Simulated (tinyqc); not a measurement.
Signal and retention of a DRAM cell: one step of the calculation.

A stored one starts at Vd and leaks: Cs dV/dt = -I(V), I = a sqrt((V + Vb)/(Vd + Vb)) + b, with a = Ig exp[-(Eg1 q/kB)(1/T - 1/T0)] (generation in a depletion layer) and b = Is exp[-(Es q/kB)(1/T - 1/T0)]. The bit line is precharged to Vd/2, and charge sharing gives the signal (V - Vd/2) Cs/(Cs + Cb).

Question. Retention time. With s = sqrt((Vc + Vb)/(Vd + Vb)), the time from Vd to Vc is t = [2 Cs (Vd + Vb)/a] [1 - s - (b/a) ln((a + b)/(a s + b))].

Parameters, values chosen for the exercise:
- Vd = 1.1 V (array voltage)
- Cs = 21 fF (cell capacitance)
- Vb = 1.3 V (built-in plus back-bias voltage of the storage junction)
- Ig = 0.87 fA (junction leakage at V = Vd and T0)
- Is = 0.4 fA (voltage-independent leakage at T0)
- Es = 0.35 eV (activation energy of Is)
- T0 = 358 K (reference temperature)
- T = 358 K (temperature)
- Eg1 = 0.58 eV (activation energy of Ig)

Constants: q = 1.602176634e-19 C, kB = 1.380649e-23 J/K. Results are converted to the units shown.

Vc = 0.76371429 V

Find: a; b; retention time; estimate with the current held at a + b.

Answer.

a = 0.87000 fA
b = 0.40000 fA
retention time = 5.7020 s
estimate with the current held at a + b = 5.5606 s

Range of the model: Real arrays also hold a tail of unusually leaky cells and cells whose retention varies in time, which this model lacks.

Numbers from tinyqc (`OMP_NUM_THREADS=1 python tinyqc.py 2130128 2130129 out.jsonl`; about 0.01 s on one thread of a shared Intel Xeon 2.30GHz).
